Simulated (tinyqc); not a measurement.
Anisotropic wet etching of Si(100): plane rates, V-grooves, membranes and undercut: one step, computed by the program tinyqc. Command: `OMP_NUM_THREADS=1 python tinyqc.py 3031996 3031997 out.jsonl wetetch walk`. One thread of a shared host (Intel(R) Xeon(R) Processor @ 2.30GHz), about 0.01 s of CPU time with the checks.

A long slot opens the mask on a (100) wafer. The floor etches at R100; (111) walls stand at theta = arctan(sqrt2) = 54.7356 degrees to the surface and recede at R111 along their normal.

Task: Designing a membrane from the back side. Etch depth d - membrane, time = depth/R100; for a membrane as wide as w the opening must be w + sqrt2 depth - 2 u time; oxide mask consumed R_ox x time; a 1 K error changes the depth by the fraction E/(k_B T^2); a convex mask corner, such as that of a mesa, would retreat by c x depth.

Inputs (values chosen for the exercise, close to those used for tetramethylammonium hydroxide solutions):
```
quantity                                                                  value  unit
activation energy of (100), E                                             0.622    eV
corner undercut rate over (100) rate, c                                     2.3     -
bath temperature T                                                           95     C
width w (mask opening along <110>, or membrane width in the design step)     25    um
wafer thickness d                                                           380    um
membrane thickness wanted                                                   5.3    um
```

R100 = 2.383662 um/min

lateral rate u = 0.1086330 um/min

R_ox = 0.001544403 um/min

Constants: k_B = 8.617333262e-05 eV/K.

Give: time to reach the membrane; opening needed; oxide consumed; depth error per kelvin; retreat of a convex corner.

Result:

time to reach the membrane = 157.2 min

opening needed = 520.8 um

oxide consumed = 242.8 nm

depth error per kelvin = 19.95 um

retreat of a convex corner = 861.81 um

The error per kelvin is 377 % of the membrane, so a timed etch cannot hold it and an etch stop is needed. A corner retreat larger than the depth shows why mesas need compensation structures. Caution: the remaining silicon is too narrow for its thickness to act as a membrane. Caution: rates also depend on concentration, doping, additives and stirring, all held fixed here.
